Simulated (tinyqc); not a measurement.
Starting guesses with DIIS over 6 matrices: SCF starting guesses in the sto-6g basis, for Be+, spin multiplicity 2. Computed by the program tinyqc with PySCF. UHF with one setting changed at a time; a run stops when the energy changes by less than 1e-09 hartree and the error matrix is below 1e-5. Starts: the lowest orbitals of the core Hamiltonian, of the Wolfsberg-Helmholz matrix (K = 1.75), projected atomic densities, random orbitals, and the highest orbitals of the core Hamiltonian (a deliberately bad start).

Geometry (angstrom):
```
atom       x       y       z
Be    0.0000  0.0000  0.0000
```

lowest solution found by these runs and by PySCF with stability checks = -14.251265 hartree

Largest element of the error matrix X^T (FDS - SDF) X:
```
iteration     core  Wolfsberg-Helmholz  atomic densities   random  highest core orbitals
1          1.9e-01             8.4e-02           1.2e-02  1.5e+00                0.0e+00
2          2.1e-02             8.0e-03           2.9e-03  2.2e-01                1.7e-01
3          2.2e-16             5.5e-05           2.9e-04  4.7e-02                1.7e-01
4          4.6e-16             1.3e-06           2.3e-16  3.4e-02                1.7e-01
5                -             5.7e-07           9.0e-16  6.6e-04                1.7e-01
6                -                   -                 -  3.2e-05                1.7e-01
8                -                   -                 -  8.8e-06                1.7e-02
10               -                   -                 -        -                6.9e-06
```

How each run ends:
```
run                    iterations  E (hartree)         state
core                            4    -14.25126  lowest found
Wolfsberg-Helmholz              5    -14.10805        higher
atomic densities                5    -14.25126  lowest found
random                          9    -14.25126  lowest found
highest core orbitals          11    -14.10805        higher
```

What does the comparison show, and why?

3 of 5 runs reach the lowest solution found, in 4 to 9 iterations (fastest: core). Ending on a higher stationary point: Wolfsberg-Helmholz, highest core orbitals; a small error matrix cannot reveal that, and an occupation fixed by the start is kept by symmetry or by the shape of the basin. The first errors are 2e-01, 8e-02, 1e-02, 2e+00, 0e+00; the deliberately bad start has the smallest one, so a small first error does not mark a good start.
